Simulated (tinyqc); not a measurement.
Rectangular fin or nanosheet with a gate all round, subbands and threshold shift from confinement: one step of the calculation.

Undoped body with a flat potential across it, hard walls, transport along x. One isotropic valley (g = 1, mx = my = mz = me). Non-parabolicity enters the subband edges through E (1 + al E) = gamma, so E = 2 gamma/(1 + sqrt(1 + 4 al gamma)); motion within a subband is taken as parabolic with the band-edge mass. Energies are counted from the bulk band edge.

Question. Lowest subbands. gamma = C pi^2 [a^2/(my (t + dl)^2) + b^2/(mz (H + dl)^2)], C = hbar^2/(2 m0). List the 7 lowest, labelled by quantum numbers, with degeneracy g and N_k: N_k = g sqrt(2 mx m0 kB T/(pi hbar^2)).

Values chosen for this exercise; masses close to those of In0.53Ga0.47As: temperature T = 77 K; mass at the band edge me = 0.0408 m0; non-parabolicity al = 1.1 1/eV; width (along y) t = 10.1 nm; widening of the box by penetration into the insulator dl = 0 nm; height (along z) H = 15.1 nm.

Constants: q = 1.602176634e-19 C, kB = 1.380649e-23 J/K, hbar = 1.054571817e-34 J s, m0 = 9.1093837015e-31 kg, hbar^2/(2 m0) = 0.0380998212 eV nm^2. Results are converted to the units shown.

Find: E_k; g; N_k.

Answer.

E_k, subband 1,1 to 1,4 (eV): [0.1160, 0.2056, 0.3017, 0.3325, 0.3714, 0.4760, 0.4818]
g, subband 1,1 to 1,4: [1, 1, 1, 1, 1, 1, 1]
N_k, subband 1,1 to 1,4 (cm^-1): [4.756e5, 4.756e5, 4.756e5, 4.756e5, 4.756e5, 4.756e5, 4.756e5]

Range of the model: Non-parabolicity also makes carriers heavier within each subband, which is left out, so densities of states are understated at high energy.

Program tinyqc, `OMP_NUM_THREADS=1 python tinyqc.py 2350111 2350112 out.jsonl`; Intel Xeon 2.30GHz, shared host, one thread, about 0.1 s.
